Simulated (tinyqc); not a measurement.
# Energy and delay of logic against supply voltage: two studies

One expression serves below and above threshold: I(Vg) = Ik [ln(1 + exp((Vg - VT + dd V)/(al nf Vt)))]^al, with I_on = I(V) and I_off = I(0). Gate delay td = kd C V/I_on, clock period LD td. Per gate and cycle the switching energy is act C V^2 and the leakage energy I_off V LD td. No short-circuit current, no variation. Minima are sought above 0.09 V; below a few Vt gates no longer switch and the model has no meaning.

Inputs (values chosen for the exercise); values of the order met in logic technologies:
```
symbol,value,unit,meaning
T,300,K,temperature
VT,0.38,V,threshold voltage at zero drain bias
nf,1.34,,slope factor
dd,0.02,,barrier lowering per volt of supply
Ik,0.91,uA,specific current of a gate
al,1.83,,exponent of the current law
C,0.89,fF,load capacitance of a gate
kd,1,,delay factor
LD,12,,logic depth
act,0.1,,activity factor
```

Constants: q = 1.602176634e-19 C, kB = 1.380649e-23 J/K, Vt = kB T/q. Results are converted to the units shown.

Each table varies one quantity; the others keep the values above.

## Energy and delay against supply voltage

EDP = energy times td.

Results:

| V (V) | I_on (uA) | I_off (nA) | td (ps) | switching (aJ) | leakage (aJ) | energy (aJ) | EDP (fJ ps) |
|---|---|---|---|---|---|---|---|
| 0.15 | 0.001265 | 0.01705 | 1.055e5 | 2.002 | 3.237 | 5.240 | 552.7 |
| 0.38 | 0.5440 | 0.01946 | 621.7 | 12.85 | 0.05518 | 12.91 | 8.025 |
| 0.5 | 3.762 | 0.02086 | 118.3 | 22.25 | 0.01481 | 22.26 | 2.634 |
| 0.62 | 11.50 | 0.02235 | 47.97 | 34.21 | 0.007978 | 34.22 | 1.642 |
| 0.73 | 22.38 | 0.02382 | 29.03 | 47.43 | 0.006057 | 47.43 | 1.377 |
| 0.85 | 37.98 | 0.02552 | 19.92 | 64.30 | 0.005186 | 64.31 | 1.281 |
| 0.97 | 57.24 | 0.02735 | 15.08 | 83.74 | 0.004802 | 83.74 | 1.263 |
| 1.08 | 77.98 | 0.02914 | 12.33 | 103.8 | 0.004655 | 103.8 | 1.280 |
| 1.2 | 103.9 | 0.03123 | 10.28 | 128.2 | 0.004623 | 128.2 | 1.318 |

Estimate the missing row, V = 0.27 V.

Computed row:

| V (V) | I_on (uA) | I_off (nA) | td (ps) | switching (aJ) | leakage (aJ) | energy (aJ) | EDP (fJ ps) |
|---|---|---|---|---|---|---|---|
| 0.27 | 0.03775 | 0.01827 | 6366 | 6.488 | 0.3768 | 6.865 | 43.70 |

With this row back in the table: td falls from 1.05e5 to 10.3 ps; the energy rises from 5.24 to 128 aJ and the EDP goes from 553 through a minimum of 1.26 (at V = 0.97 V among the rows listed) to 1.32 fJ ps. The exact minima lie at V = 0.183 V for the energy and 0.955 V for the EDP. Going from 1.2 V to the energy minimum saves a factor of 26.3 in energy and costs a factor of 4810 in delay. Below the minimum the leakage energy rises faster than the switching energy falls, because the clock period grows so steeply.

## Optimum supplies against the activity factor

Same model as above.

V_min minimises the energy and V_EDP the product of energy and td.

Optimum supplies against the activity factor:

| act | V_min (V) | energy at V_min (aJ) | leakage share (%) | clock at V_min (MHz) | V_EDP (V) | clock at V_EDP (GHz) |
|---|---|---|---|---|---|---|
| 0.002 | 0.3573 | 0.3057 | 25.69 | 87.37 | 0.9587 | 5.398 |
| 0.005 | 0.3171 | 0.6041 | 25.91 | 38.04 | 0.9566 | 5.374 |
| 0.01 | 0.2873 | 1.006 | 27.01 | 19.50 | 0.9558 | 5.366 |
| 0.02 | 0.2572 | 1.658 | 28.98 | 9.706 | 0.9555 | 5.362 |
| 0.05 | 0.2163 | 3.122 | 33.32 | 3.682 | 0.9553 | 5.359 |
| 0.1 | 0.1831 | 4.871 | 38.74 | 1.686 | 0.9552 | 5.359 |
| 0.2 | 0.1446 | 7.230 | 48.54 | 0.7001 | 0.9551 | 5.358 |

As act goes from 0.002 to 0.2, V_min falls from 0.357 to 0.145 V, the energy there rises from 0.306 to 7.23 aJ, the clock there falls from 87.4 to 0.700 MHz and V_EDP stays near 0.956 V. act and LD enter V_min only through the ratio act/LD.

Computed by the program tinyqc: `OMP_NUM_THREADS=1 python tinyqc.py 2082208 2082209 out.jsonl`, one thread of a shared Intel Xeon 2.30GHz, about 0.01 s for the whole run.
